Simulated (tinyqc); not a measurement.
# Changing the antiferromagnetic coupling J1

Model: two coupled magnetic layers: synthetic antiferromagnet, spin flop, exchange bias and magnetoresistance. Computed by tinyqc, a small Python program. Command: `OMP_NUM_THREADS=1 python tinyqc.py 3000191 3000192 out.jsonl saf sweep`. One thread of a shared host (Intel(R) Xeon(R) Processor @ 2.30GHz), about 0.3 s of CPU time with the checks.

Moments lie in the plane at the angles p1, p2 from the field. Energy per area: E = J1 cos(p1 - p2) + J2 cos^2(p1 - p2) - B M_s (t1 cos p1 + t2 cos p2) + K (t1 sin^2 p1 + t2 sin^2 p2).

Inputs (values chosen for the exercise, for a model stack):

| quantity | value | unit |
|---|---|---|
| saturation magnetisation M_s | 1370 | kA/m |
| thickness t1 | 2.5 | nm |
| thickness t2 | 2.5 | nm |
| biquadratic coupling J2 | 0.005 | mJ/m^2 |
| in-plane anisotropy K | 2.6 | kJ/m^3 |
| field over the saturation field | 0.57 | - |

Field direction: along the easy axis.

Method. The parallel state is stable while the Hessian at p1 = p2 = 0 is positive: with c = J1 + 2 J2 and u = B M_s + 2K, (u t1 - c)(u t2 - c) > c^2, so B_sat M_s = c (1/t1 + 1/t2) - 2K. B_K = 2K/M_s. With p1 = 0, p2 = 180 degrees and c2 = J1 - 2 J2 the Hessian is [[c2 + t1 (2K + b), -c2], [-c2, c2 + t2 (2K - b)]], b = B M_s; its determinant vanishes at the positive root of t1 t2 b^2 - c2 (t1 - t2) b - [2K c2 (t1 + t2) + 4 K^2 t1 t2] = 0.

One run for each value:

| antiferromagnetic coupling J1 (mJ/m^2) | saturation field B_sat (mT) | stability limit B_sf of the antiparallel state (mT) |
|---|---|---|
| 0.050 | 31.2 | 10.152 |
| 0.085 | 51.7 | 13.440 |
| 0.140 | 83.8 | 17.394 |
| 0.240 | 142.2 | 22.895 |
| 0.410 | 241.5 | 30.016 |
| 0.700 | 410.8 | 39.290 |
| 1.200 | 702.8 | 51.497 |
| 2.000 | 1169.9 | 66.521 |

Over the rows, saturation field B_sat (mT) rises from 31.2 to 1170 (exponent d ln y / d ln x about 0.98 throughout); stability limit B_sf of the antiparallel state (mT) rises from 10.2 to 66.5 (exponent d ln y / d ln x 0.53 between the first rows and 0.50 between the last). The exponent of saturation field B_sat stays between 0.95 and 1.00, near 1: coupling rules over anisotropy. The exponent of stability limit B_sf of the antiparallel state stays between 0.50 and 0.53, near 0.50: the geometric mean of coupling and anisotropy.

Extremes, crossings and ranges named in words are read from the listed rows.
